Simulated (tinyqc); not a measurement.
From results back to parameters: core-shell quantum dot (spherical envelope functions). Three cases, with inputs chosen for the exercise.

Problem. The lowest electron level was computed from a hidden shell thickness H.

Parabolic bands; strain and other valleys are left out. s states, u = r psi, hard wall at R + H, c = hbar^2/2m0, energies from the band edges of the core. Core: u = sin(k1 r)/k1, k1 = sqrt(m1 E/c). At R, psi and psi'/m are continuous, so u is continuous and its slope in the shell is s = u/R + (m2/m1)(u' - u/R). Shell: u(R + x) = u(R) cos(k2 x) + s sin(k2 x)/k2, k2 = sqrt(m2 (E - V)/c); for negative arguments the functions turn into sinh and cosh. A level has u(R + H) = 0.

Constants: hbar^2/2m0 = 3.80998211 eV angstrom^2.

Case 1.

Values chosen (near those of an InP/GaP core-shell dot; not measured data): R = 32 angstrom (core radius); Vc = 0.39 eV (conduction edge of the shell above that of the core); me1 = 0.08 m0 (electron, core); me2 = 0.129 m0 (electron, shell).

E_e = 0.2186029 eV

Case 2.

Values chosen (near those of a CdTe/CdSe core-shell dot; not measured data): R = 28 angstrom (core radius); Vc = -0.302 eV (conduction edge of the shell above that of the core); me1 = 0.102 m0 (electron, core); me2 = 0.129 m0 (electron, shell).

E_e = 0.1285576 eV

Case 3.

Values chosen (near those of a Ge/Si core-shell dot; not measured data): R = 35 angstrom (core radius); Vc = -0.051 eV (conduction edge of the shell above that of the core); me1 = 0.118 m0 (electron, core); me2 = 0.25 m0 (electron, shell).

E_e = 0.0245947 eV

Find: u(R); s; H.

Solution.

Case 1.

u(R) = 12.205 angstrom
s = -1.1404
H = 15.0 angstrom

u(R) and s follow from E_e; u(R + H) = 0 gives tanh(kappa H) = -kappa u(R)/s.

Case 2.

u(R) = 17.002 angstrom
s = -0.2515
H = 12.0 angstrom

u(R) and s follow from E_e; u(R + H) = 0 gives tan(k2 H) = -k2 u(R)/s, with the first positive root.

Case 3.

u(R) = 29.805 angstrom
s = 0.2521
H = 24.0 angstrom

u(R) and s follow from E_e; u(R + H) = 0 gives tan(k2 H) = -k2 u(R)/s, with the first positive root.

Computed by tinyqc, one run a case: `OMP_NUM_THREADS=1 python tinyqc.py N N+1 out.jsonl` with N = 1282378, 1282606, 1282792; one thread of a shared Intel(R) Xeon(R) Processor @ 2.30GHz, about 0.06 s a run at most.
